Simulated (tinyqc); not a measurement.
Thin-body film or fin with hard walls, valleys of the Ge type: one step. Valley masses for the (110) face.

Four ellipsoidal valleys (eight halves) with their long axes along <111>, mass ml along the axis and mt across it. For a valley whose axis makes the angle theta with the surface normal, 1/m_z = cos^2(theta)/ml + sin^2(theta)/mt sets the confinement; in the plane the masses are m_1 = mt and m_2 = ml mt/m_z, and m_d = sqrt(m_1 m_2). The Gamma and Delta valleys are left out; the heavy Delta valleys, about 0.18 eV up, can lie lowest under strong confinement.

Values chosen for the exercise (out of a larger set: near those of Ge; not measured data): ml = 1.575 m0 (longitudinal mass); mt = 0.083 m0 (transverse mass); face = 110 (face of the film or side wall of the fin).

Question. Group the valleys by their angle to the normal, heaviest m_z first.

Give: Valleys (masses in m0).

Answer.

Valleys (masses in m0):

| valleys g | cos^2(theta) | m_z | m_1 | m_2 | m_d |
|---|---|---|---|---|---|
| 2 | 0.6667 | 0.2253 | 0.0830 | 0.5803 | 0.2195 |
| 2 | 0.0000 | 0.0830 | 0.0830 | 1.5750 | 0.3616 |

(tinyqc, `OMP_NUM_THREADS=1 python tinyqc.py 1282480 1282481 out.jsonl`, Intel(R) Xeon(R) Processor @ 2.30GHz, 1 thread, shared host, about 0.01 s.)
